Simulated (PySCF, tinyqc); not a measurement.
Worked calculation: CCSD on RHF in the sto-3g basis, for Be, spin multiplicity 1. The lowest restricted solution is unstable here: a spin-polarised one lies 0.0012 hartree lower (PySCF). One step of it, computed by the program tinyqc.

Question. CCSD: starting amplitudes. t_ij^ab = <ij||ab> / (e_i + e_j - e_a - e_b), whose energy is MP2.

orbital energies (hartree): MO1 -4.483992, MO2 -0.254038, MO3 0.221086, MO4 0.221086, MO5 0.221086

Two-electron integrals over orbitals (pq|rs), unique and non-zero (hartree):
```
(11|11) 2.275334    (21|11) -0.253330   (21|21) 0.044298    (22|11) 0.571236
(22|21) -0.014244   (22|22) 0.404138    (31|31) 0.015599    (32|31) 0.020563
(32|32) 0.086809    (33|11) 0.569229    (33|21) -0.008940   (33|22) 0.409597
(33|33) 0.449859    (41|41) 0.015599    (42|41) 0.020563    (42|42) 0.086809
(43|43) 0.024249    (44|11) 0.569229    (44|21) -0.008940   (44|22) 0.409597
(44|33) 0.401360    (44|44) 0.449859    (51|51) 0.015599    (52|51) 0.020563
(52|52) 0.086809    (53|53) 0.024249    (54|54) 0.024249    (55|11) 0.569229
(55|21) -0.008940   (55|22) 0.409597    (55|33) 0.401360    (55|44) 0.401360
(55|55) 0.449859
```

Give: Starting amplitudes; correlation energy.

Answer.

Starting amplitudes (spin orbitals 1a, 1b, ...; amplitudes related by a flip of all spins are not repeated):
```
from      to        t
2a 2b  3a 3b  -0.0914
2a 2b  4a 4b  -0.0914
2a 2b  5a 5b  -0.0914
1a 2b  3a 3b  -0.0040
1a 2b  4a 4b  -0.0040
1a 2b  5a 5b  -0.0040
1a 1b  3a 3b  -0.0017
1a 1b  4a 4b  -0.0017
1a 1b  5a 5b  -0.0017
```

correlation energy = -0.024358 hartree
